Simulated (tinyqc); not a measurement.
Width of the inclusion: polytypes by hexagonality, and a cubic inclusion as a quantum well.

Gap: E3 + (E2 - E3) h. Valence top Ev2 h and polarisation P2 h, both counted from 3C; Ec = Ev + gap.

A cubic inclusion of width L = N d in the host (h = 1) is a well of depth V = Ec(host) - Ec(3C). Square well with mass mismatch: k tan(k L/2) = (m_w/m_b) q, k = sqrt(m_w E/c), q = sqrt(m_b (V - E)/c), c = hbar^2/2m0, lowest root. The depth of the level, V - E, is its binding, and the transition to the valence top of the host is gap(host) - (V - E). The step in polarisation gives a field |F| = |P|/(eps eps0) in a thin inclusion, eps0 = 8.8541878e-12 F/m.

Constants: hbar^2/2m0 = 3.80998211 eV angstrom^2.

Parameters, chosen for this exercise (of the order of those of GaAs; the results hold for these values, not for the real material): E3 = 1.512 eV (gap of the cubic polytype); E2 = 1.513 eV (gap of 2H); Ev2 = 0.142 eV (valence top of 2H above that of 3C); P2 = 0.0023 C/m^2 (spontaneous polarisation of 2H); m = (0.062, 0.064) m0 (electron mass along c in the cubic layer and in the host); d = 3.267 angstrom (thickness of a double layer); eps = 13.2 (dielectric constant).

Without the field: square well. With it, the potential inside is |F| (z - L/2), the host conduction edge lies at V - |F| L/2 on one side and V + |F| L/2 on the other, and the lowest level E_F is found by finite differences (step 0.25 angstrom, wide box, good to about 1 meV). Holes sit in the host on the high side, so the transition is gap(host) - V + E_F - |F| L/2. A dash: bound by less than 2 meV or not at all.

Results:
```
N   L (angstrom)  depth (eV)  transition (eV)  depth below the low side, with field (eV)  transition with field (eV)
2           6.53       0.004            1.509                                          -                           -
6          19.60       0.025            1.488                                      0.010                       1.465
10         32.67       0.051            1.462                                      0.024                       1.425
15         49.01       0.076            1.437                                      0.036                       1.381
20         65.34       0.093            1.420                                      0.042                       1.343
30         98.01       0.113            1.400                                      0.045                       1.275
```

Give the missing row, N = 4, L (angstrom) = 13.07.

Computed row:
```
N  L (angstrom)  depth (eV)  transition (eV)  depth below the low side, with field (eV)  transition with field (eV)
4         13.07       0.013            1.500                                      0.003                       1.484
```

The square well binds a level even at N = 2 (4 meV), as any symmetric one-dimensional well does; the depth grows to 113 of 143 meV, and the transition tends to E3 - Ev(host) = 1.370 eV. With the field the level is bound by 2 meV or more for N = 4, 6, 10, 15, 20 and 30, and the transition is lowered by 16 meV at N = 4 and 125 meV at N = 30, where |F| L/2 = 96 meV. Free carriers or surface charge screen the field and the step between the two sides; with the field removed every row returns to its square-well depth, and the attraction to the hole, left out here, binds the electron further.

Program tinyqc; command `OMP_NUM_THREADS=1 python tinyqc.py 1880628 1880629 out.jsonl`; about 0.09 s on one thread of a shared Intel(R) Xeon(R) Processor @ 2.30GHz.
